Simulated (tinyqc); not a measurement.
# Ideality, saturation current and resistance from three points

Question. Well above the saturation current a diode obeys V = n Vt ln(I/I0) + I Rs. Find n, Rs and I0.

Parameters, values chosen for the exercise:
```
symbol  value  unit      meaning
T         325     K  temperature
```

Constants: q = 1.602176634e-19 C, kB = 1.380649e-23 J/K, Vt = kB T/q. Results are converted to the units shown.

currents (A): [1e-6, 0.0005, 0.005]
voltages (V): [0.82116969, 1.1033397, 1.2398189]

Solution. V is linear in the three unknowns n Vt, Rs and -n Vt ln I0, so three points give a linear system.

n = 1.60
Rs = 7.40 ohm
I0 = 1.10e-14 A

tinyqc, about 0.01 s, one thread, Intel Xeon 2.30GHz (shared host): `OMP_NUM_THREADS=1 python tinyqc.py 2260110 2260111 out.jsonl`
